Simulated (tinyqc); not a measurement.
# Worked calculation: input admittance of a MOSFET at zero drain bias: distributed channel and distributed gate

tinyqc, about 0.01 s, one thread, Intel Xeon 2.30GHz (shared host): `OMP_NUM_THREADS=1 python tinyqc.py 2262014 2262015 out.jsonl` Printed values are rounded.

Source and drain grounded, strong inversion, w = 2 pi f, Cox = eps0 eox/tox. The channel is an RC line of resistance 1/(mu Cox Vo) per square fed from both ends, so one finger has the intrinsic admittance y = i w Cox L tanh(g)/g per width, g = (1/2) sqrt(i w tau), tau = L^2/(mu Vo). The vertical resistance rv/L is in series with y, the overlaps 2 i w Cov in parallel: y_t = 1/(1/y + rv/L) + 2 i w Cov. The gate strip is a line of Rsh/L per length loaded by y_t, so a finger has Y = y_t Wf tanh(k)/k, k = (Wf/sd) sqrt(y_t Rsh/L); the device has Nf Y.

Inputs (values chosen for the exercise); values of the order met in silicon radio-frequency transistors:
- eox = 25.6 (relative permittivity of the gate insulator (close to zirconium oxide))
- tox = 5.4 nm (insulator thickness)
- L = 0.28 um (channel length)
- Wf = 0.58 um (finger width)
- Nf = 8 (number of fingers)
- mu = 270 cm^2/(V s) (channel mobility)
- Vo = 0.42 V (gate overdrive)
- Rsh = 13 ohm/square (sheet resistance of the gate)
- rv = 0 ohm um^2 (vertical resistivity of the gate stack)
- sd = 2 (number of ends at which a finger is contacted)
- Cov = 0.26 fF/um (overlap and fringe capacitance on each side)
- f = 14 GHz (frequency)

Constants: eps0 = 8.8541878128e-14 F/cm where lengths are in cm. Results are converted to the units shown.

## Low-frequency resistances and capacitance

Low-frequency limits, with c = Cox L and ct = c + 2 Cov: R_strip = Rsh Wf/(3 sd^2 L Nf), R_ch = (c/ct)^2 L/(12 mu Cox Vo Wf Nf), R_vert = (c/ct)^2 rv/(L Wf Nf), C = ct Wf Nf.

parts (ohm): strip 0.280506, channel 9.68829, vertical 0
sum = 9.96880 ohm
C = 56.9473 fF
1/(2 pi R C) = 280.353 GHz

The channel term is the largest, 97.2 % of the sum.

## Admittance of the channel and stack per width

tau, g, c = Cox L, y and y_t as defined.

tau = 6.91358 ps
g = 0.275715+0.275715i
c = 11.7531 fF/um
y = 52.20+1030.68i uS/um
y_t = 52.20+1076.43i uS/um

w tau = 0.608, and Im y is 0.997 of w c.

## Input impedance of the device

k and Y as defined; Z = 1/(Nf Y) = R + 1/(i w C); Q = |Im Z|/R; signal at the point farthest from a contact |1/cosh k|.

k = 0.0469671+0.0447447i
Nf Y = 0.24919+4.99392i mS
R = 9.96691 ohm
C = 56.9133 fF
Q = 20.0409
signal at the far point = 0.999897

R is 0.019 % below its low-frequency limit and C is 0.060 % below its own.
